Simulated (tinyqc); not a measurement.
Inside a calculation. Method: bound state in one dimension: Numerov shooting, finite differences, DVR. Computed by tinyqc, a small Python program that keeps every step. Settings: points = 48. Command: `OMP_NUM_THREADS=1 python tinyqc.py 31411 31412 out.jsonl` (the two numbers bound the seeds that draw the settings). One thread of a shared host (Intel(R) Xeon(R) Processor @ 2.60GHz), about 0.01 s of CPU time with the checks.

## Numerov steps at E = 0.1

One particle of mass 1 in V = 3.74 (x^2 - 1.56^2)^2 / 1.56^4 (atomic units), psi = 0 at both ends:

| parameter | value |
|---|---|
| left end | -3.400000 |
| right end | 3.400000 |
| intervals | 48 |
| h | 0.141667 |
| state sought (nodes) | 1 |

k_i = 2 m (E - V_i); (1 + h^2 k_(i+1)/12) y_(i+1) = 2 (1 - 5 h^2 k_i/12) y_i - (1 + h^2 k_(i-1)/12) y_(i-1), from y_0 = 0, y_1 = 0.001.

Points along the way:

| i | x | V | k | y |
|---|---|---|---|---|
| 0 | -3.40000 | 52.59836 | -104.99672 | 0.00000 |
| 1 | -3.25833 | 42.28757 | -84.37515 | 0.00100 |
| 2 | -3.11667 | 33.46858 | -66.73716 | 0.00384 |
| 3 | -2.97500 | 26.00403 | -51.80806 | 0.01216 |
| 4 | -2.83333 | 19.76268 | -39.32535 | 0.03366 |
| 5 | -2.69167 | 14.61937 | -29.03874 | 0.08235 |
| 16 | -1.13333 | 0.83393 | -1.46786 | 5.12423 |
| 17 | -0.99167 | 1.32809 | -2.45618 | 5.94147 |
| 18 | -0.85000 | 1.84894 | -3.49789 | 7.05663 |
| 19 | -0.70833 | 2.35682 | -4.51364 | 8.67450 |
| 20 | -0.56667 | 2.81814 | -5.43627 | 11.08930 |
| 21 | -0.42500 | 3.20543 | -6.21085 | 14.73082 |

## Bisection on the node count

With more sign changes than the state has nodes (the last point included) the energy is too high, else too low; the bracket starts as 0.1 to 12.

Trials:

| trial | E | sign changes | y at the right end | next |
|---|---|---|---|---|
| 1 | 6.0500000 | 4 | 5.08e+01 | lower |
| 2 | 3.0750000 | 2 | 1.76e+03 | lower |
| 3 | 1.5875000 | 0 | 3.60e+01 | raise |
| 4 | 2.3312500 | 2 | 3.57e+03 | lower |
| 5 | 1.9593750 | 2 | 1.93e+03 | lower |
| 6 | 1.7734375 | 2 | 5.37e+02 | lower |
| 7 | 1.6804687 | 2 | 5.24e+01 | lower |
| 8 | 1.6339844 | 1 | -3.56e+01 | raise |
| 9 | 1.6572266 | 1 | -8.54e+00 | raise |
| 10 | 1.6688477 | 2 | 1.80e+01 | lower |
| 11 | 1.6630371 | 2 | 3.73e+00 | lower |
| 12 | 1.6601318 | 1 | -2.67e+00 | raise |
| 13 | 1.6615845 | 2 | 4.67e-01 | lower |
| 14 | 1.6608582 | 1 | -1.12e+00 | raise |
| ... | ... | ... | ... | ... |
| 29 | 1.6613718 | 1 | -2.51e-05 | raise |
| 30 | 1.6613718 | 1 | -8.14e-07 | raise |
| 31 | 1.6613718 | 2 | 1.13e-05 | lower |

eigenvalue = 1.6613718 hartree

## The same grid by other methods

Three-point finite differences and the sine-DVR kinetic matrix of Colbert and Miller on the same points.

Lowest levels (hartree):

| state | finite differences | DVR |
|---|---|---|
| 0 | 1.59336 | 1.59934 |
| 1 | 1.65509 | 1.66143 |
| 2 | 3.89050 | 3.90338 |
| 3 | 4.80021 | 4.83468 |
